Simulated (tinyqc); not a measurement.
Shallow donor in an anisotropic valley (effective-mass theory): one step. The minimum. Four cases, with inputs chosen for the exercise.

Question. Minimise over a and b. The Mott estimate n_c = (0.25/a_m)^3 uses a_m = (a^2 b)^(1/3); 1/angstrom^3 = 1e24/cm^3.

One valley: H = -c [(d2/dx2 + d2/dy2)/mt + (d2/dz2)/ml] - q/(eps r), c = hbar^2/2m0, q = e^2/(4 pi eps0). Trial function exp(-sqrt((x^2 + y^2)/a^2 + z^2/b^2)) with a > b: T = (c/3)(2/(mt a^2) + 1/(ml b^2)), V = -(q/eps) atan(u/b)/u, u = sqrt(a^2 - b^2). The central cell of the impurity is left out.

Constants: hbar^2/2m0 = 3.80998211 eV angstrom^2; e^2/(4 pi eps0) = 14.39964547 eV angstrom.

Case 1.

Values chosen (out of a larger set: near those of AlAs; not measured data): ml = 1.074 m0 (longitudinal mass); mt = 0.188 m0 (transverse mass); eps = 9.9 (dielectric constant).

Case 2.

Values chosen (out of a larger set: near those of AlAs; not measured data): ml = 1.099 m0 (longitudinal mass); mt = 0.196 m0 (transverse mass); eps = 10.3 (dielectric constant).

Case 3.

Values chosen (out of a larger set: near those of GaP; not measured data): ml = 2.03 m0 (longitudinal mass); mt = 0.245 m0 (transverse mass); eps = 11.1 (dielectric constant).

Case 4.

Values chosen (out of a larger set: near those of a group-V donor in Si; not measured data): ml = 0.944 m0 (longitudinal mass); mt = 0.189 m0 (transverse mass); eps = 11.1 (dielectric constant).

Give: a; b; E; a_m; n_c.

Answer.

Case 1.

a = 20.31 angstrom
b = 10.99 angstrom
E = -42.534 meV
a_m = 16.55 angstrom
n_c = 3.45 x 1e18/cm^3

b/a = 0.541. The binding energy is 1.630 times Ry*(mt). The central cell of a real donor shrinks the orbit and raises n_c.

Case 2.

a = 20.33 angstrom
b = 11.07 angstrom
E = -40.791 meV
a_m = 16.60 angstrom
n_c = 3.42 x 1e18/cm^3

b/a = 0.545. The binding energy is 1.623 times Ry*(mt). The central cell of a real donor shrinks the orbit and raises n_c.

Case 3.

a = 16.57 angstrom
b = 7.88 angstrom
E = -47.856 meV
a_m = 12.93 angstrom
n_c = 7.23 x 1e18/cm^3

b/a = 0.476. The binding energy is 1.769 times Ry*(mt). The central cell of a real donor shrinks the orbit and raises n_c.

Case 4.

a = 23.12 angstrom
b = 13.11 angstrom
E = -32.964 meV
a_m = 19.14 angstrom
n_c = 2.23 x 1e18/cm^3

b/a = 0.567. The binding energy is 1.579 times Ry*(mt). The central cell of a real donor shrinks the orbit and raises n_c (3.7 x 1e18/cm^3 for P in Si).

Computed by tinyqc, one run a case: `OMP_NUM_THREADS=1 python tinyqc.py N N+1 out.jsonl` with N = 1281364, 1281456, 1281686, 1281774; one thread of a shared Intel(R) Xeon(R) Processor @ 2.30GHz, about 0.01 s a run at most.
